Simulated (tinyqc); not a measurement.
# Deformation potential from the mobility gain

Inverse problem. Tension X along [100] raises the x valleys by D = Xu (s11 - s12) X against the y and z valleys. Their share is f = w/(w + 2), w = exp(-D/Vt), and for current along [100] mu/mu0 = [f/ml + (1 - f)/mt]/[(1/ml + 2/mt)/3]. Find f, D and Xu.

Inputs (values chosen for the exercise); values close to those of silicon:
- T = 300 K (temperature)
- s11 = 7.82 1/TPa (compliance)
- s12 = -2.13 1/TPa (compliance)
- ml = 0.89 m0 (longitudinal mass)
- mt = 0.192 m0 (transverse mass)

Constants: q = 1.602176634e-19 C, kB = 1.380649e-23 J/K, Vt = kB T/q. Results are converted to the units shown.

mu/mu0 = 1.33726078
X = 980 MPa

Solution. The gain is linear in f; w = 2 f/(1 - f).

f = 0.0157
D = 89.0 meV
Xu = 9.13 eV

Computed by the program tinyqc: `OMP_NUM_THREADS=1 python tinyqc.py 2530093 2530094 out.jsonl`, one thread of a shared Intel Xeon 2.30GHz, about 0.01 s for the whole run.
